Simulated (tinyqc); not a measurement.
p-n diode with diffusion and depletion-layer recombination: one step of the calculation.

Abrupt junction in the depletion approximation, low injection, full ionisation, neutral widths fixed, ohmic contact on the p side. Vj is the junction voltage; where a series resistance Rs is given, V = Vj + J Rs is the terminal voltage.

Task. Diffusion lengths and saturation currents. ni = sqrt(Nc Nv) exp(-Eg/(2 Vt)), Eg in volts; D = mu Vt; Ln = sqrt(Dn tn), Lp = sqrt(Dp tp); J0n = q ni^2 Dn coth(wp/Ln)/(Ln Na); J0p = (q ni^2 Dp/(Lp Nd)) (s + tanh(wn/Lp))/(1 + s tanh(wn/Lp)), s = Sp Lp/Dp.

Parameters, values chosen for the exercise; band and dielectric values close to those of silicon:

| symbol | value | unit | meaning |
|---|---|---|---|
| T | 400 | K | temperature |
| Eg | 1.1 | eV | band gap |
| Nc | 4.26e19 | cm^-3 | conduction-band density of states at T |
| Nv | 4.14e19 | cm^-3 | valence-band density of states at T |
| Na | 3.2e16 | cm^-3 | acceptor density |
| Nd | 4.9e15 | cm^-3 | donor density |
| mun | 880 | cm^2/(V s) | electron mobility in the p side |
| mup | 420 | cm^2/(V s) | hole mobility in the n side |
| tn | 4e-9 | s | electron lifetime |
| tp | 2e-6 | s | hole lifetime |
| wp | 5.6 | um | neutral width of the p side |
| wn | 14 | um | neutral width of the n side |
| Sp | 1e7 | cm/s | recombination velocity at the n contact |

Constants: q = 1.602176634e-19 C, kB = 1.380649e-23 J/K, Vt = kB T/q. Results are converted to the units shown.

Find: ni; Ln; Lp; J0n; J0p.

Result.

ni = 4.9375e12 cm^-3
Ln = 3.4833 um
Lp = 53.809 um
J0n = 1.1518e-5 A/cm^2
J0p = 8.4199e-6 A/cm^2

wp/Ln = 1.6 and wn/Lp = 0.26; electrons carry 57.8 % of the diffusion current.

Numbers from tinyqc (`OMP_NUM_THREADS=1 python tinyqc.py 2260056 2260057 out.jsonl`; about 0.01 s on one thread of a shared Intel Xeon 2.30GHz).
